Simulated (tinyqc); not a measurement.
Donor level screened by free carriers (Yukawa potential): one step. One-parameter trial function. Two cases, with inputs chosen for the exercise.

Task: For exp(-z r): E(z) = z^2 - 8 z^3/(2z + x)^2 in Ry*. Scan z = 0.5, 0.6, ..., 1.1, then minimise; first order gives -1 + 2x.

Potential -(q/(eps r)) exp(-ks r), q = e^2/(4 pi eps0). In units Ry* = Ry m/eps^2 and a* = a0 eps/m the problem is [-Laplacian - 2 exp(-x r)/r] psi = E psi with x = ks a*.

Give: Scan (Ry*); best z; E; binding.

Case 1.

x = 0.663206
Ry* = 6.45905 meV

Result:

Scan (Ry*):

| z | kinetic | potential | E |
|---|---|---|---|
| 0.5 | 0.2500 | -0.3615 | -0.1115 |
| 0.6 | 0.3600 | -0.4978 | -0.1378 |
| 0.7 | 0.4900 | -0.6446 | -0.1546 |
| 0.8 | 0.6400 | -0.7997 | -0.1597 |
| 0.9 | 0.8100 | -0.9612 | -0.1512 |
| 1.0 | 1.0000 | -1.1279 | -0.1279 |
| 1.1 | 1.2100 | -1.2989 | -0.0889 |

best z = 0.789
E = -0.1598 Ry*
binding = 1.03 meV

First order in x would give 0.326 Ry*, a rigid shift by q ks/eps; it overstates the loss of binding by 0.486 Ry*.

Case 2.

x = 0.122655
Ry* = 54.51532 meV

Result:

Scan (Ry*):

| z | kinetic | potential | E |
|---|---|---|---|
| 0.5 | 0.2500 | -0.7934 | -0.5434 |
| 0.6 | 0.3600 | -0.9878 | -0.6278 |
| 0.7 | 0.4900 | -1.1835 | -0.6935 |
| 0.8 | 0.6400 | -1.3803 | -0.7403 |
| 0.9 | 0.8100 | -1.5777 | -0.7677 |
| 1.0 | 1.0000 | -1.7755 | -0.7755 |
| 1.1 | 1.2100 | -1.9738 | -0.7638 |

best z = 0.990
E = -0.7756 Ry*
binding = 42.28 meV

First order in x would give -0.755 Ry*, a rigid shift by q ks/eps; it overstates the loss of binding by 0.021 Ry*.

Computed by tinyqc, one run a case: `OMP_NUM_THREADS=1 python tinyqc.py N N+1 out.jsonl` with N = 1252105, 1252237; one thread of a shared Intel(R) Xeon(R) Processor @ 2.30GHz, about 0.02 s a run at most.
